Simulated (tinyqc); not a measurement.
Gap and mass from two generation rates.

Inverse problem. In the two-band model the band-to-band tunnelling rate in a uniform field is G = A F^2 exp(-B/F), with B = pi sqrt(m/C) Eg^1.5/4 (V/nm), A = 1e21 (2 q/h) m Eg/(16 pi C B) for G in cm^-3 s^-1 and F in V/nm, C = hbar^2/(2 m0). Find B, A, Eg and m.

Constants: q = 1.602176634e-19 C, hbar = 1.054571817e-34 J s, h = 6.62607015e-34 J s, m0 = 9.1093837015e-31 kg, hbar^2/(2 m0) = 0.0380998212 eV nm^2. Results are converted to the units shown.

G at F = 0.073 and 0.11 V/nm (cm^-3 s^-1): 4.5325755e28  1.2841655e30

Answer. The slope of ln(G/F^2) against 1/F is -B and the intercept gives A. The product A B fixes m Eg, and B = (pi/4) Eg sqrt(m Eg/C) then gives Eg.

B = 0.5478 V/nm
A = 1.543e34 cm^-3 s^-1 (V/nm)^-2
Eg = 0.7440 eV
m = 0.04500 m0

tinyqc, about 0.02 s, one thread, Intel Xeon 2.30GHz (shared host): `OMP_NUM_THREADS=1 python tinyqc.py 2620012 2620013 out.jsonl`
